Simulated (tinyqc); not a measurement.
Inside a calculation. Model: free and trapped electrons in a MOS channel with a dense trap tail.

Computed by the program tinyqc: `OMP_NUM_THREADS=1 python tinyqc.py 2222086 2222087 out.jsonl`, one thread of a shared Intel Xeon 2.30GHz, about 0.02 s for the whole run. Printed values are rounded.

p-type body, charge-sheet picture, full ionisation (an idealisation for deep acceptors), Boltzmann statistics for free electrons. e = Ec - EF at the surface. Acceptor-like traps of density D(E) = D0 + De exp(-E/Ew) at depth E below Ec, from 0 to Eu, hold n_t = integral of D(E)/(1 + exp((e - E)/Vt)). psi = Eg - Vt ln(Nv/Na) - e; N_dep = sqrt(2 eps0 eps_r Na (psi - Vt)/q); n_f = sqrt(N_dep^2 + 2 eps0 eps_r Vt Nc exp(-e/Vt)/q) - N_dep; Vg = Vfb + psi + q (N_dep + n_t + n_f)/Cox, Cox = eps0 eox/tox.

Inputs (values chosen for the exercise); band and dielectric values close to those of 4H silicon carbide:
- T = 300 K (temperature)
- Eg = 3.23 eV (band gap)
- eps_r = 9.85 (relative permittivity)
- Nc = 1.68e19 cm^-3 (conduction-band density of states at T)
- Nv = 2.46e19 cm^-3 (valence-band density of states at T)
- eox = 3.9 (relative permittivity of the insulator)
- tox = 40 nm (insulator thickness)
- Na = 6.7e16 cm^-3 (acceptor density)
- Vfb = -2.2 V (flat-band voltage without trapped charge)
- D0 = 4e10 cm^-2 eV^-1 (constant background density of acceptor-like traps)
- De = 1.2e13 cm^-2 eV^-1 (density of the tail at the conduction edge)
- Ew = 0.13 eV (decay energy of the tail)
- Eu = 0.86 eV (depth below Ec down to which the traps reach)
- mf = 100 cm^2/(V s) (mobility of free electrons)
- e = 0.129 eV (Ec - EF at the surface)

Constants: q = 1.602176634e-19 C, kB = 1.380649e-23 J/K, Vt = kB T/q, eps0 = 8.8541878128e-14 F/cm where lengths are in cm. Results are converted to the units shown.

## Trapped charge

Trapezoid rule on 15 equal steps from 0 to Eu, f = 1/(1 + exp((e - E)/Vt)).

```
point      E (eV)  D(E) f (cm^-2 eV^-1)
0               0           8.139094e10
1      0.05733333           4.566720e11
2       0.1146667           1.826802e12
3           0.172           2.720259e12
4       0.2293333           2.053720e12
5       0.2866667           1.359783e12
6           0.344           8.908639e11
7       0.4013333           5.875501e11
8       0.4586667           3.922896e11
9           0.516           2.666554e11
10      0.5733333           1.858247e11
11      0.6306667           1.338202e11
12          0.688           1.003617e11
13      0.7453333           7.883526e10
14      0.8026667           6.498568e10
15           0.86           5.607519e10
```

n_t = 6.413970e11 cm^-2

With 1600 steps n_t = 6.422e11 cm^-2; the coarse value is 0.13 % below it.

## Charges and gate voltage

psi, N_dep, n_f and Vg as defined, with the n_t given; free share n_f/(n_f + n_t); apparent mobility mf n_f/(n_f + n_t); gate voltage spent on traps q n_t/Cox.

psi = 2.948323 V
N_dep = 1.460040e12 cm^-2
n_f = 1.097940e10 cm^-2
Vg = 4.668779 V
free share = 1.682986 %
apparent mobility = 1.682986 cm^2/(V s)
gate voltage spent on traps = 1.190375 V
